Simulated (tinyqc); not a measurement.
Photoionisation line shapes: hydrogenic impurity: series, fields, screening, photoionisation and donor-acceptor pairs. Computed by tinyqc, a small Python program. Command: `OMP_NUM_THREADS=1 python tinyqc.py 3001813 3001814 out.jsonl hydrogenic walk`. One thread of a shared host (Intel(R) Xeon(R) Processor @ 2.30GHz), about 0.01 s of CPU time with the checks.

One isotropic, parabolic band. Effective units: Ry* and a*, in which H = -nabla^2 - 2/r.

Inputs (values chosen for the exercise, modelled on AlN): electron mass m = 0.315 m_0; dielectric constant eps = 8.29; depth of a short-range centre E_i = 379 meV.

Parts treated: magnetic field and photoionisation.

Constants: Ry = 13.605693123 eV; a_0 = 0.529177210903 angstrom; h x 1 THz = 4.135667696 meV.

Method. Ry* = Ry m/eps^2, a* = a_0 eps/m; level n is bound by Ry*/n^2; <r> = (3/2) a* in 1s; lines 1s -> np at Ry* (1 - 1/n^2); 1 THz = 4.135667696 meV. With x = h nu/E above threshold, normalised to their maxima: hydrogenic 1s: x^-4 exp(4 - 4 atan(k)/k)/(1 - exp(-2 pi/k)), k = sqrt(x - 1), which is 1 at threshold; delta-function centre (Lucovsky): 8 (x - 1)^(3/2)/x^3, which is 1 at x = 2. Energies use E = Ry* and E = E_i; band-to-band absorption, which hides both above the gap, is left out.

Ry* = 62.3623 meV

Relative cross-sections:
```
x     h nu, hydrogenic (meV)  hydrogenic  h nu, short-range centre (meV)  Lucovsky
1.05                   65.48  8.7772e-01                          397.95    0.0773
1.20                   74.83  6.1222e-01                          454.80    0.4141
1.50                   93.54  3.3174e-01                          568.50    0.8381
2                     124.72  1.4774e-01                          758.00    1.0000
2.50                  155.91  7.7836e-02                          947.50    0.9406
3.50                  218.27  2.9036e-02                         1326.50    0.7376
5                     311.81  9.9730e-03                         1895.00    0.5120
8                     498.90  2.3612e-03                         3032.00    0.2894
```

What does the comparison show, and why?

The Coulomb tail makes the hydrogenic cross-section largest at threshold, 62.36 meV; the short-range (neutral) centre starts from zero and peaks at twice its depth, 758.0 meV.

Extremes, crossings and ranges named in words are read from the listed rows.
